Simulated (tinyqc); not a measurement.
Worked calculation: ion-assisted plasma etching: sheath, surface coverage, synergy and aspect-ratio dependence. Computed by tinyqc, a small Python program that keeps every step. Command: `OMP_NUM_THREADS=1 python tinyqc.py 3006997 3006998 out.jsonl etch walk`. One thread of a shared host (Intel(R) Xeon(R) Processor @ 2.30GHz), about 0.04 s of CPU time with the checks. Intermediate numbers are printed to about 7 digits and carried at full precision; extremes and crossings named in words are read from the listed rows.

Radicals adsorb on bare sites; ions remove covered sites with a high yield and bare sites by sputtering; a slow spontaneous reaction acts everywhere, walls included.

Inputs (values chosen for the exercise, close to those used for silicon dioxide in a fluorocarbon plasma):
```
quantity,value,unit
plasma density n_e,5.4e+09,1/cm^3
electron temperature T_e,2.2,eV
ion mass M_i,69,u
sheath voltage V,110,V
radical density n,8e+12,1/cm^3
radical mass M_n,31,u
gas temperature T_g,500,K
sticking coefficient s,0.36,-
radicals per removed unit x,4,-
yield slope b,0.12,eV^(-1/2)
threshold E_th,23,eV
sputter slope b_p,0.016,eV^(-1/2)
sputter threshold E_p,34,eV
spontaneous reaction probability k_c,1.6e-06,-
solid density N,2.2e+22,1/cm^3
ion temperature T_i,0.26,eV
aspect ratio A,29,-
```

Feature: long trench.

Constants: e = 1.602176634e-19 C; u = 1.6605390666e-27 kg; k_B = 1.380649e-23 J/K; eps_0 = 8.8541878128e-12 F/m.

## Fluxes

Bohm speed u_B = sqrt(e T_e/M_i); ion flux G_i = 0.61 n_e u_B; radical flux G_n = n c/4 with c = sqrt(8 k_B T_g/(pi M_n)).

Bohm speed = 175395.1 cm/s

ion flux G_i = 5.777514e+14 1/(cm^2 s)

radical speed c = 58437.46 cm/s

radical flux G_n = 1.168749e+17 1/(cm^2 s)

flux ratio G_n/G_i = 202.2927

## Sheath and ion angles

Debye length lambda_D = sqrt(eps_0 T_e/(e n_s)) with n_s = 0.61 n_e, T_e in volts; Child-law sheath d = (sqrt2/3) lambda_D (2 V/T_e)^(3/4); ion energy E = V + T_e/2; angular spread = arctan(sqrt(T_i/E)).

Debye length = 192.1183 um

sheath thickness = 2863.930 um

ion energy E = 111.1 eV

angular spread = 2.769580 degrees

Caution: a sheath of several millimetres is collisional at usual pressures, which lowers the ion energy and widens the angles.

## Yields

Yields: Y = b (sqrt(E) - sqrt(E_th)) on covered sites, Y_p = b_p (sqrt(E) - sqrt(E_p)) on bare ones (zero below threshold).

yield Y = 0.6893480

sputter yield Y_p = 0.07535115

## Open-field etch rate

Steady coverage: s G_n (1 - theta) = x Y G_i theta; removal flux = Y G_i theta + Y_p G_i (1 - theta) + k_c G_n; rate = flux/N, 1 cm/s = 6e8 nm/min. Lateral rate = k_c G_n/N; anisotropy = 1 - lateral/vertical; synergy = vertical/(ions alone + radicals alone), with ions alone Y_p G_i/N and radicals alone the lateral rate.

coverage theta = 0.9635182

vertical rate = 10.51411 nm/min

lateral rate = 0.005099996 nm/min

anisotropy = 0.9995149

synergy = 8.817624

The surface is nearly saturated: ions limit the ion-assisted part.

## Rate at the floor of the feature

Transmission of a long trench, rough form: K = (1 + ln(1 + A))/(1 + A + ln(1 + A)), walls that scatter diffusely without loss. With a loss probability S = s (1 - theta) at the floor, G_b/G_n = K/(K + S - K S); theta follows G_b, and the two are solved together. Ions are taken to reach the floor unshadowed; G_b replaces G_n in every term of the rate; A is depth over width.

transmission K = 0.1317677

G_b/G_n = 0.9137592

coverage at the floor = 0.9602121

rate at the floor = 10.48168 nm/min

floor rate over open-field rate = 0.9969160

The lag is 0.31 %. Caution: at this aspect ratio many ions strike the walls, so ion shadowing, left out here, adds to the lag. Caution: the trench transmission is an interpolation between the limits 1 and ln(A)/A, good to tens of per cent.

## Etch lag against aspect ratio

The formulas are those given above.

Floor of the feature:
```
A,K,G_b/G_n,theta,rate (nm/min),relative rate
0.5,0.7375969,0.9953285,0.9633533,10.51249,0.9998460
1.0,0.6286872,0.9922454,0.9632436,10.51141,0.9997435
2.0,0.5120300,0.9874895,0.9630731,10.50974,0.9995843
5.0,0.3582964,0.9764989,0.9626730,10.50581,0.9992109
10.0,0.2536141,0.9614049,0.9621092,10.50028,0.9986847
20.0,0.1682097,0.9352194,0.9610896,10.49028,0.9977338
50.0,0.0897808,0.8675875,0.9581832,10.46182,0.9950267
100.0,0.0531659,0.7686464,0.9530532,10.41168,0.9902582
```

K falls by a factor 13.9 over the rows and the rate by 1.01. Among these rows the rate stays within 10 % of the open-field value up to A = 100, as near saturation the coverage changes little when G_b falls. Caution: rows with A above about 1/(2 tan(ion spread)) or 1/sqrt(k_c), often 10 to 30, are formal: ion shadowing, radical loss on the walls, redeposition of sputtered material and, in fluorocarbon plasmas, polymer growth are left out and add to the lag.

## Yield per ion against the flux ratio

The ion flux is fixed and the radical flux set by the ratio; the removal per ion is the removal flux over G_i.

Open field:
```
G_n/G_i,theta,rate (nm/min),removal per ion
0.3,0.0376912,1.55195,0.0984939
1,0.1154811,2.30456,0.1462578
3,0.2814411,3.91022,0.2481599
10,0.5662699,6.66602,0.4230551
30,0.7966134,8.89502,0.5645173
100,0.9288551,10.17618,0.6458253
300,0.9751042,10.62866,0.6745421
1000,0.9923988,10.81363,0.6862809
3000,0.9974534,10.91295,0.6925844
```

Coverage reaches one half at G_n/G_i = x Y/s = 7.66. Below that the ion-assisted part follows the radical flux, on top of the sputter floor Y_p = 0.0754; above it the ion-assisted part saturates at Y = 0.689 per ion.

Checks made by the program: series form 1/R = 1/(Y G_i) + x/(s G_n) of the ion-assisted part (relative difference below 1e-10).
